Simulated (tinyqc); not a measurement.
Wafer bonding and layer transfer: bond energy, gap closing, particles, bonding of dissimilar wafers and hydrogen blisters: one step, computed by the program tinyqc.

gamma is the energy per area of each of the two surfaces; plates are isotropic.

Problem. Blistering after hydrogen implantation. A flat crack of radius r under a layer of thickness d, as a clamped plate: centre height w = 3 p r^4/(16 E' d^3), volume pi r^2 w/3, energy release G = 3 p^2 r^4/(32 E' d^3), E' = E1/(1 - nu^2). It grows when G = 2 gamma_s. The gas comes from the area pi r^2: p V = (dose x share/2) pi r^2 k_B T, and G = p w/2 = (3/2) N k_B T with N the H2 molecules per area. Share needed: G = 2 gamma_s. The pressure and height at growth are given for r = 10 d.

Inputs (values chosen for the exercise, with wafer 1 close to silicon): Young's modulus E1 = 154 GPa; Poisson ratio nu = 0.21; implant depth d = 0.39 micrometre; hydrogen dose = 3.9 1e16/cm^2; share of the dose released as H2 = 0.31; surface energy of the weakened plane gamma_s = 1.2 J/m^2; anneal temperature T = 825 K.

Constants: k_B = 1.380649e-23 J/K.

Give: energy release G; share of the dose needed; pressure at growth; height at growth.

Solution.

energy release G = 1.033 J/m^2

share of the dose needed = 0.7204

pressure at growth = 32.52 MPa

height at growth = 147.6 nm

The released gas does not suffice by this estimate. In this plate limit G depends on neither r nor d.
